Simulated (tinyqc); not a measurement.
Peak gain against injection: optical gain and spontaneous emission in a bulk direct-gap semiconductor.

Parabolic bands, vertical transitions, no excitons. For each hole band j: mr = me mj/(me + mj); joint density of states J_j(E) = (mr/c)^(3/2) sqrt(E - Eg)/(2 pi^2), both spins, c = hbar^2/2m0; averaged matrix element |e.p|^2 = m0 Ep/6; alpha_j(E) = 4 pi^2 alpha_f c Ep J_j/(3 nr E) in 1/angstrom (alpha_f the fine-structure constant, listed as alpha among the constants), times 1e8 for 1/cm.

F_j(eta) = (1/Gamma(j + 1)) integral_0^infinity x^j dx/(1 + exp(x - eta)), which tends to exp(eta) for eta << 0.

Quasi-Fermi levels: n = Nc F_1/2(Fc/kT) and p = Nv F_1/2(Fv/kT), Fc counted up from the conduction edge and Fv down from the valence edge; Nc, Nv from N = 2 (m kB T/(4 pi c))^(3/2) with c = hbar^2/2m0, in 1/angstrom^3; times 1e24 for 1/cm^3, with me and (mhh^(3/2) + mlh^(3/2))^(2/3).

For band j the electron sits at Ee = (E - Eg) mr/me above its edge and the hole at Eh = (E - Eg) mr/mj; fe = 1/(1 + exp((Ee - Fc)/kT)), fh = 1/(1 + exp((Eh - Fv)/kT)); gain g = sum_j alpha_j (fe + fh - 1).

Spontaneous rate: R = integral of (nr E/(hbar c))^2/(pi^2 hbar) sum_j alpha_j fe fh dE, with alpha in 1/cm and (nr E/(hbar c))^2 in 1/cm^2 (1e16 per 1/angstrom^2); B = R/(n p); lifetime n/R.

Constants: hbar^2/2m0 = 3.80998211 eV angstrom^2; fine-structure constant alpha = 0.007297352564; kB = 8.617333262e-05 eV/K; hbar = 6.58211957e-16 eV s; hbar c = 1973.269805 eV angstrom.

Inputs chosen for the exercise (near those of InP; shifted at random, so the results belong to these values and not to a real crystal):
- Eg = 1.325 eV (direct gap)
- me = 0.0815 m0 (electron mass)
- mhh = 0.595 m0 (heavy-hole mass)
- mlh = 0.0891 m0 (light-hole mass)
- Ep = 20.5 eV (Kane energy)
- nr = 3.44 (refractive index)
- T = 400 K

The peak is the largest g over E; a dash marks no gain.

Gain:

| n (1/cm^3) | Fc (eV) | Fv (eV) | peak gain (1/cm) | peak E - Eg (eV) | B (cm^3/s) |
|---|---|---|---|---|---|
| 1.2e+18 | 0.0259 | -0.0940 | - | - | 8.04e-11 |
| 2.0e+18 | 0.0539 | -0.0759 | - | - | 7.53e-11 |
| 2.9e+18 | 0.0781 | -0.0625 | 72 | 0.0054 | 7.04e-11 |
| 3.5e+18 | 0.0920 | -0.0556 | 247 | 0.0131 | 6.76e-11 |
| 4.5e+18 | 0.1128 | -0.0463 | 579 | 0.0251 | 6.34e-11 |
| 5.7e+18 | 0.1352 | -0.0374 | 976 | 0.0383 | 5.92e-11 |
| 7.5e+18 | 0.1653 | -0.0268 | 1526 | 0.0560 | 5.42e-11 |
| 1.0e+19 | 0.2027 | -0.0152 | 2192 | 0.0767 | 4.87e-11 |

transparency density (Fc + Fv = 0) = 2.50e+18 1/cm^3

Gain starts at 2.50e+18 1/cm^3, where Fc = -Fv = 0.0679 eV: with Nv/Nc = 21 the electrons must be degenerate before the holes are. The slope of peak gain against n is 2.92e-16 cm^2 between the first two rows with gain and 2.67e-16 between the last two; the peak moves from 0.0054 to 0.0767 eV above the gap as the bands fill, and B falls by a factor 1.65. Line broadening and gap shrinkage are left out.

(tinyqc, `OMP_NUM_THREADS=1 python tinyqc.py 1681034 1681035 out.jsonl`, Intel(R) Xeon(R) Processor @ 2.30GHz, 1 thread, shared host, about 0.08 s.)
